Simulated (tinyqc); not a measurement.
# Junctionless gate-all-around wire, depletion approximation: two studies

A uniformly doped n-type wire of radius R under a surrounding gate; long channel. Below flat band a shell from radius rc to R is fully depleted and the neutral core, at channel potential V (0 at the source, Vd at the drain), carries the current with constant mobility; s = (rc/R)^2 is the share of the cross-section that conducts. The edge of the depleted shell is taken as abrupt, so there is no subthreshold current.

Parameters, values chosen for the exercise; material values those of a made-up semiconductor: relative permittivity of the semiconductor eps_r = 12.8; relative permittivity of the gate insulator eox = 7.5; insulator thickness tox = 2.1 nm; wire radius R = 15 nm; donor density Nd = 1.8e18 cm^-3; flat-band voltage Vfb = 0.69 V; effective mobility in the wire mu = 32 cm^2/(V s); gate length L = 1 um.

Constants: q = 1.602176634e-19 C, eps0 = 8.8541878128e-14 F/cm where lengths are in cm. Results are converted to the units shown.

Each table varies one quantity; the others keep the values above.

## Effect of the donor density on the threshold

Cox = eps0 eox/(R ln(1 + tox/R)); A = q Nd R^2/(4 eps0 eps_r); B = q Nd R/(2 Cox); VT = Vfb - A - B. The flat-band conductance is G0 = q mu Nd pi R^2/L.

The same in every row: Cox (uF/cm^2) = 3.3787.

Result of one run:
```
Nd (cm^-3)	A (V)	B (V)	VT (V)	G0 (uS)
5.4e18	0.42941	0.19205	0.068545	1.9570
```

What becomes of these results when the donor density Nd is changed from 5.4e18 to 1.1e18 cm^-3, all else the same?

Result of the changed run:
```
Nd (cm^-3)	A (V)	B (V)	VT (V)	G0 (uS)
1.1e18	0.087472	0.039121	0.56341	0.39864
```

The whole series:
```
Nd (cm^-3)	A (V)	B (V)	VT (V)	G0 (uS)
2.2e17	0.017494	0.0078242	0.66468	0.079729
3.8e17	0.030217	0.013515	0.64627	0.13771
6.5e17	0.051688	0.023117	0.61520	0.23556
1.1e18	0.087472	0.039121	0.56341	0.39864
1.9e18	0.15109	0.067573	0.47134	0.68857
3.2e18	0.25446	0.11381	0.32173	1.1597
5.4e18	0.42941	0.19205	0.068545	1.9570
```

As Nd goes from 2.2e17 to 5.4e18 cm^-3, VT falls from 0.665 to 0.0685 V and G0 rises from 0.0797 to 1.96 uS. A + B goes on average as Nd^(1.00). The device is normally off (VT > 0) in 7 of the 7 rows. More conductance costs threshold voltage: the same dopants that conduct must be depleted. At Nd = 2.2e17 cm^-3 the radius is under two Debye lengths (at 300 K), so the depletion picture is rough.

## Effect of the wire radius on the threshold

Same model as above.

Result of one run:
```
R (nm)	Cox (uF/cm^2)	A (V)	B (V)	VT (V)	G0 (uS)
5	3.788	0.01590	0.01904	0.6551	0.07248
```

What becomes of these results when the wire radius R is changed from 5 to 12 nm, all else the same?

Result of the changed run:
```
R (nm)	Cox (uF/cm^2)	A (V)	B (V)	VT (V)	G0 (uS)
12	3.431	0.09161	0.05043	0.5480	0.4175
```

The whole series:
```
R (nm)	Cox (uF/cm^2)	A (V)	B (V)	VT (V)	G0 (uS)
5	3.788	0.01590	0.01904	0.6551	0.07248
6.7	3.635	0.02856	0.02658	0.6349	0.1301
9.1	3.514	0.05268	0.03734	0.6000	0.2401
12	3.431	0.09161	0.05043	0.5480	0.4175
17	3.354	0.1838	0.07309	0.4331	0.8379
22	3.311	0.3079	0.09582	0.2863	1.403
30	3.272	0.5725	0.1322	-0.01476	2.609
```

As R goes from 5 to 30 nm, VT falls from 0.655 to -0.0148 V and G0 rises from 0.0725 to 2.61 uS. A + B goes on average as R^(1.68). The device is normally off (VT > 0) in 6 of the 7 rows. More conductance costs threshold voltage: the same dopants that conduct must be depleted. At R = 5 nm the radius is under two Debye lengths (at 300 K), so the depletion picture is rough.

Program tinyqc, `OMP_NUM_THREADS=1 python tinyqc.py 2460166 2460167 out.jsonl`; Intel Xeon 2.30GHz, shared host, one thread, about 0.01 s.
